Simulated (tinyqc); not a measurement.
X-ray reflectivity of a thin film on silicon: critical angles, Parratt recursion, fringes and roughness: one step, computed by the program tinyqc. Command: `OMP_NUM_THREADS=1 python tinyqc.py 3121214 3121215 out.jsonl xrr walk`. One thread of a shared host (Intel(R) Xeon(R) Processor @ 2.30GHz), about 0.01 s of CPU time with the checks.

n = 1 - delta + i beta; the classical electron radius is r_e = 2.8179403e-6 nm. Layer 0 is vacuum, 1 the film, 2 the substrate.

Task: Reflectivity at one angle. k_j = (2 pi/lambda) sqrt(sin^2 theta - 2 delta_j + 2 i beta_j); r_ij = (k_i - k_j)/(k_i + k_j) x exp(-2 k_i k_j sigma^2) (Nevot-Croce); r = (r_01 + r_12 p)/(1 + r_01 r_12 p), p = exp(2 i k_1 d); R = |r|^2.

Inputs (values chosen for the exercise, modelled on TiN on silicon, copper K-alpha radiation): wavelength lambda = 0.15406 nm; film thickness d = 12.1 nm; roughness of the surface sigma_1 = 0.6 nm; roughness of the interface sigma_2 = 0.14 nm; grazing angle theta = 1.01 degrees.

Constants:
```
layer      rho_e (1/nm^3)         delta          beta  critical angle (degrees)  q_c (1/nm)
film             1386.899  1.476307e-05  1.062941e-06                 0.3113335   0.4432240
substrate         711.402  7.572626e-06  1.741704e-07                 0.2229774   0.3174375
```

Give: k_0, k_1, k_2; 1000 r_01; 1000 r_12; p; reflectivity R; q = 4 pi sin(theta)/lambda.

Result:

k_0, k_1, k_2 (1/nm): [0.71890, 0.68389+0.00259i, 0.70116+0.00041i]

1000 r_01 = 17.511-1.349i

1000 r_12 = -12.230+1.567i

p = -0.62545-0.70086i

reflectivity R = 7.2821e-04

q = 4 pi sin(theta)/lambda = 1.4378 1/nm
